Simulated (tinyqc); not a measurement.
# Front-illuminated p-i-n photodiode, quantum efficiency and bandwidth, step by step

Computed by the program tinyqc: `OMP_NUM_THREADS=1 python tinyqc.py 2250119 2250120 out.jsonl`, one thread of a shared Intel Xeon 2.30GHz, about 0.01 s for the whole run. Printed values are rounded.

Light enters through a p layer (0 to xp), a depleted layer (xp to xp + wi) and a thick n substrate, decaying as exp(-al x); one pass, no back reflection. Carriers made in the depleted layer are all collected; those in the neutral layers diffuse.

Inputs (values chosen for the exercise); values close to those of 4H silicon carbide at this wavelength: wavelength lam = 280 nm; absorption coefficient al = 15700 1/cm; reflectance of the front face Rf = 0.05; relative permittivity eps_r = 9.77; thickness of the front p layer xp = 0.2 um; thickness of the depleted layer wi = 0.57 um; electron diffusion coefficient in the p layer Dn = 5 cm^2/s; electron diffusion length in the p layer Ln = 6 um; recombination velocity of the front surface S = 4e5 cm/s; hole diffusion length in the thick n substrate Lp = 0.67 um; electron drift velocity ve = 1.91e7 cm/s; hole drift velocity vh = 1.4e7 cm/s; diameter dia = 400 um; load resistance RL = 50 ohm; parasitic capacitance Cp = 60 fF; modulation frequency f = 110 GHz.

Constants: q = 1.602176634e-19 C, h = 6.62607015e-34 J s, c = 299792458 m/s, eps0 = 8.8541878128e-14 F/cm where lengths are in cm. Results are converted to the units shown.

## Quantum efficiency

k = al Ln, s = S Ln/Dn, e = exp(-al xp); front layer f1 = (k/(k^2 - 1)) {[s + k - e (s cosh(xp/Ln) + sinh(xp/Ln))]/[s sinh(xp/Ln) + cosh(xp/Ln)] - k e}; depleted layer f2 = e (1 - exp(-al wi)); substrate f3 = e exp(-al wi) al Lp/(1 + al Lp); external efficiency (1 - Rf)(f1 + f2 + f3); responsivity = efficiency q lam/(h c).

s = 48
f1 = 0.182197
f2 = 0.431994
f3 = 0.153038
external efficiency = 0.728867
responsivity = 0.164604 A/W

The front layer absorbs 26.9 % of the light that enters and collects 67.6 % of that. Diffusion from the neutral layers makes up 43.7 % of the current.

## Response at one frequency

Drift response for pairs made in the depleted layer, a = al wi, g = 1 - exp(-a), u = 2 pi i f, te = wi/ve, th = wi/vh: electrons He = [g - a (exp(-a) - exp(-u te))/(u te - a)]/(u te g), holes Hh = [g - a (1 - exp(-a - u th))/(a + u th)]/(u th g); C = eps0 eps_r pi (dia/2)^2/wi + Cp; total |He + Hh|/sqrt(1 + (2 pi f RL C)^2), for the current of the depleted layer alone.

te = 2.98429 ps
th = 4.07143 ps
He = 0.378186-0.335354i
Hh = 0.233454-0.255995i
|He + Hh| = 0.850763
C = 19131.2 fF
total response = 0.00128683

The drift response alone falls to 1/sqrt(2) at 161 GHz and the RC term alone at 0.166 GHz; together they give 0.166 GHz for this part of the current; the diffusion currents, left out, respond on their own time scales.
